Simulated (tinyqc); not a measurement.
# Signal and retention of a DRAM cell: several studies

A stored one starts at Vd and leaks: Cs dV/dt = -I(V), I = a sqrt((V + Vb)/(Vd + Vb)) + b, with a = Ig exp[-(Eg1 q/kB)(1/T - 1/T0)] (generation in a depletion layer) and b = Is exp[-(Es q/kB)(1/T - 1/T0)]. The bit line is precharged to Vd/2, and charge sharing gives the signal (V - Vd/2) Cs/(Cs + Cb).

Values chosen for this exercise:
- Vd = 1.5 V (array voltage)
- Cs = 13 fF (cell capacitance)
- Cb = 82 fF (bit-line capacitance)
- dm = 36 mV (smallest signal that the sense amplifier resolves)
- Vb = 1.13 V (built-in plus back-bias voltage of the storage junction)
- Ig = 1.1 fA (junction leakage at V = Vd and T0)
- Is = 0.11 fA (voltage-independent leakage at T0)
- Es = 0.34 eV (activation energy of Is)
- T0 = 358 K (reference temperature)
- T = 368 K (temperature)
- sg = 0.87 (deviation of ln(retention time) over the cells)
- Nc = 4.29e9 (cells)
- tr = 32 ms (refresh interval)
- Eg1 = 0.64 eV (activation energy of Ig)

Constants: q = 1.602176634e-19 C, kB = 1.380649e-23 J/K. Results are converted to the units shown.

Each table varies one quantity; the others keep the values above.

## Effect of the bit-line capacitance

The cell fails below Vc = Vd/2 + dm (Cs + Cb)/Cs. With s = sqrt((Vc + Vb)/(Vd + Vb)), the time from Vd to Vc is t = [2 Cs (Vd + Vb)/a] [1 - s - (b/a) ln((a + b)/(a s + b))]. This time is the median of a log-normal spread: failing cells = Nc erfc(z/sqrt 2)/2, z = ln(t/tr)/sg.

Effect of the bit-line capacitance:

| Cb (fF) | Vc (V) | retention time (s) | failing cells |
|---|---|---|---|
| 15 | 0.82754 | 4.4855 | 28.646 |
| 30 | 0.86908 | 4.1896 | 45.186 |
| 45 | 0.91062 | 3.8965 | 72.861 |
| 60 | 0.95215 | 3.6061 | 120.45 |
| 75 | 0.99369 | 3.3184 | 204.88 |
| 90 | 1.0352 | 3.0333 | 360.10 |
| 105 | 1.0768 | 2.7506 | 657.58 |
| 120 | 1.1183 | 2.4704 | 1256.3 |

Read the table: what changes, and by how much?

Vc rises by dm/Cs = 2.77 mV for each fF, and the retention time falls from 4.49 to 2.47 s; the margin is gone at Cb = 258 fF.

## Effect of the cell capacitance

Same model as above.

Effect of the cell capacitance:

| Cs (fF) | Vc (V) | retention time (s) | failing cells |
|---|---|---|---|
| 8 | 1.155 | 1.369 | 3.385e4 |
| 12 | 1.032 | 2.820 | 564.4 |
| 16 | 0.9705 | 4.281 | 39.12 |
| 20 | 0.9336 | 5.747 | 5.206 |
| 24 | 0.9090 | 7.214 | 1.015 |
| 28 | 0.8914 | 8.683 | 0.2551 |
| 32 | 0.8782 | 10.15 | 0.07682 |

What does the comparison show, and why?

The retention time rises from 1.37 to 10.2 s, as Cs^(1.78) between the first two rows and Cs^(1.17) between the last two: faster than Cs, because the margin Vd - Vc grows too. It vanishes at Cs = 4.13 fF, where even a fresh one gives only dm.

## Failing cells against the refresh interval

Same model as above.

Result of one run:

| tr (ms) | z | failing cells |
|---|---|---|
| 1024 | 1.304 | 4.121e8 |

What becomes of these results when the refresh interval tr is changed from 1024 to 16 ms, all else the same?

Result of the changed run:

| tr (ms) | z | failing cells |
|---|---|---|
| 16 | 6.085 | 2.505 |

The whole series:

| tr (ms) | z | failing cells |
|---|---|---|
| 16 | 6.085 | 2.505 |
| 32 | 5.288 | 265.4 |
| 64 | 4.491 | 1.519e4 |
| 128 | 3.694 | 4.727e5 |
| 256 | 2.898 | 8.062e6 |
| 512 | 2.101 | 7.645e7 |
| 1024 | 1.304 | 4.121e8 |
| 2048 | 0.5076 | 1.312e9 |

Doubling the interval lowers z by ln 2/sg = 0.797 and multiplies the count by 106 between the first two rows and by 3.18 between the last two. It is above 1 in every row.

Range of the model: Real arrays also hold a tail of unusually leaky cells and cells whose retention varies in time, which this model lacks.

Computed by the program tinyqc: `OMP_NUM_THREADS=1 python tinyqc.py 2130073 2130074 out.jsonl`, one thread of a shared Intel Xeon 2.30GHz, about 0.01 s for the whole run.
